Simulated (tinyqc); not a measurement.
Loss and coupling from a measured resonance.

Problem. An all-pass ring of radius Rr has F = FSR/FWHM = pi sqrt(a t)/(1 - a t) and Tmin = (a - t)^2/(1 - a t)^2; it is known to be overcoupled (t < a). a = 10^(-al L/20), L = 2 pi Rr, k2 = 1 - t^2, FSR = lam^2/(ng L). Find ng, al and k2.

Parameters, values chosen for the exercise:

| symbol | value | unit | meaning |
|---|---|---|---|
| lam | 1550 | nm | cold resonance wavelength |
| Rr | 7.5 | um | ring radius |

FSR = 11.61335614 nm
FWHM = 65.30120737 pm
Tmin (linear) = 0.04058822730

Solution. The finesse gives the product a t, Tmin the difference |a - t|; the spectrum alone cannot tell which is which.

ng = 4.39
al = 13.0 dB/cm
k2 = 0.0210

Computed by the program tinyqc: `OMP_NUM_THREADS=1 python tinyqc.py 2650018 2650019 out.jsonl`, one thread of a shared Intel Xeon 2.30GHz, about 0.01 s for the whole run.
